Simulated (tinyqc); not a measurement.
Conduction-band offset of an n-N heterojunction from carrier-profile moments: one step of the calculation.

Layer 1 (x < 0) accumulates electrons and layer 2 (x > 0) is depleted. Boltzmann statistics. The bands bend down by V1 in layer 1 and up by V2 in layer 2, with V1 + V2 = VD = dE + Vt ln[(N2/Nc2)/(N1/Nc1)].

Task. Offset from the moments. A C-V profile smears n(x) but keeps its zeroth and first moments: si = -int (N - n) dx, VD = (q/(eps0 eps_r)) int (N - n) x dx, dE = VD - Vt ln[(N2/Nc2)/(N1/Nc1)]. Use the trapezoidal rule on each side.

Parameters, values chosen for the exercise; values of the order of III-V alloys:
- T = 300 K (temperature)
- eps_r = 12.4 (relative permittivity of both layers)
- Nc1 = 7.8e17 cm^-3 (density of states of the narrow-gap layer 1)
- Nc2 = 1.4e18 cm^-3 (density of states of the wide-gap layer 2)
- dE = 0.11 eV (conduction-band offset)
- N1 = 1.6e16 cm^-3 (donor density in layer 1)
- N2 = 6.9e16 cm^-3 (donor density in layer 2)
- si = 2.9e10 cm^-2 (fixed charge at the interface)

Constants: q = 1.602176634e-19 C, kB = 1.380649e-23 J/K, Vt = kB T/q, eps0 = 8.8541878128e-14 F/cm where lengths are in cm. Results are converted to the units shown.

| left point | -x (nm) | n in layer 1 (cm^-3) |
|---|---|---|
| 0 | 0 | 2.06134e17 |
| 1 | 0.769 | 1.87124e17 |
| 2 | 4.67 | 1.23814e17 |
| 3 | 13.4 | 6.62639e16 |
| 4 | 28.3 | 3.64203e16 |
| 5 | 50.5 | 2.37026e16 |
| 6 | 81.2 | 1.85895e16 |
| 7 | 121 | 1.67292e16 |
| 8 | 171 | 1.61586e16 |
| 9 | 233 | 1.60245e16 |

| right point | x (nm) | n in layer 2 (cm^-3) |
|---|---|---|
| 0 | 0 | 5.25127e15 |
| 1 | 8.12 | 1.17566e16 |
| 2 | 20 | 2.63342e16 |
| 3 | 33.9 | 4.43836e16 |
| 4 | 49.2 | 5.77811e16 |
| 5 | 65.8 | 6.47113e16 |
| 6 | 83.4 | 6.75291e16 |
| 7 | 102 | 6.85347e16 |
| 8 | 121 | 6.88574e16 |
| 9 | 141 | 6.89590e16 |

Find: si; VD; dE.

Result.

si = 4.3219e10 cm^-2
VD = 0.13205 V
dE = 0.10939 eV

On these few points dE comes out -0.61 meV from the true 0.11 eV, and si misses by 1.4e10 cm^-2, 6.2 % of Q1.

tinyqc, about 0.08 s, one thread, Intel Xeon 2.30GHz (shared host): `OMP_NUM_THREADS=1 python tinyqc.py 2410152 2410153 out.jsonl`
